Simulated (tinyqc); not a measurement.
Threshold of a short bulk MOSFET: charge sharing, barrier lowering, narrow width: two steps of the calculation.

n-channel device on a p-type body, depletion approximation, full ionisation. Uniform doping N = Na. Vbi from Boltzmann statistics is rough for the degenerate source. Cox = eps0 eox/tox.

Values chosen for this exercise; band and dielectric values close to those of silicon: temperature T = 300 K; band gap Eg = 1.12 eV; relative permittivity eps_r = 11.6; conduction-band density of states at T Nc = 2.77e19 cm^-3; valence-band density of states at T Nv = 2.61e19 cm^-3; relative permittivity of the gate insulator (close to aluminium oxide) eox = 9.23; insulator thickness tox = 21 nm; channel doping Na = 4.4e17 cm^-3; source and drain doping Nsd = 1e20 cm^-3; flat-band voltage for the doping Na Vfb = -0.84 V; junction depth xj = 54 nm; body-source voltage Vbs = 0 V; drain-source voltage Vds = 0.05 V; gate width W = 210 nm; shape factor of the fringing depletion at the width edges xw = 1.5708; channel length L = 330 nm.

Constants: q = 1.602176634e-19 C, kB = 1.380649e-23 J/K, Vt = kB T/q, eps0 = 8.8541878128e-14 F/cm where lengths are in cm. Results are converted to the units shown.

Task 1. Long-channel threshold and scales. ni = sqrt(Nc Nv) exp(-Eg/(2 Vt)), Eg in volts; 2 pB = 2 Vt ln(N/ni); flat band Vfb - Vt ln(N/Na); Wd = sqrt(2 eps0 eps_r (2 pB - Vbs)/(q N)); body term q N Wd/Cox; long-channel VT0 = flat band + 2 pB + body term; Vbi = Vt ln(N Nsd/ni^2); scale length l = sqrt((eps_r/eox) tox Wd).

Wanted: N; 2 pB; flat band; Wd; body term; VT0; Vbi; l.

Result 1.

N = 4.4000e17 cm^-3
2 pB = 0.90736 V
flat band = -0.84000 V
Wd = 51.419 nm
body term = 0.93145 V
VT0 = 0.99881 V
Vbi = 1.0476 V
l = 36.838 nm

Task 2. Short-channel and narrow-width shifts. Charge sharing (trapezoid; it ignores Vds): F = (xj/L)(sqrt(1 + 2 Wd/xj) - 1), lowering = body term times F. Barrier lowering: th = exp(-L/(2 l)) + 2 exp(-L/l), lowering = th [2 (Vbi - 2 pB) + Vds], DIBL = th. Narrow width: rise = body term times xw Wd/W. VT by each model = VT0 - lowering + rise.

2 pB = 0.90735880 V
Wd = 51.419323 nm
body term = 0.93144729 V
VT0 = 0.99880609 V
Vbi = 1.0476356 V
l = 36.838418 nm

Find: F; lowering by charge sharing; th; lowering of the barrier; DIBL; narrow-width rise; VT, charge sharing; VT, barrier lowering.

Result 2.

F = 0.1152
lowering by charge sharing = 107.3 mV
th = 0.01160
lowering of the barrier = 3.835 mV
DIBL = 11.60 mV/V
narrow-width rise = 358.3 mV
VT, charge sharing = 1.250 V
VT, barrier lowering = 1.353 V

L is 8.96 scale lengths. The charge-sharing lowering is 28.0 times the barrier lowering; the first falls off as 1/L and the second exponentially. Both describe the same loss of gate control, so they are alternatives and are not added.

Program tinyqc, `OMP_NUM_THREADS=1 python tinyqc.py 2002033 2002034 out.jsonl`; Intel Xeon 2.30GHz, shared host, one thread, about 0.01 s.
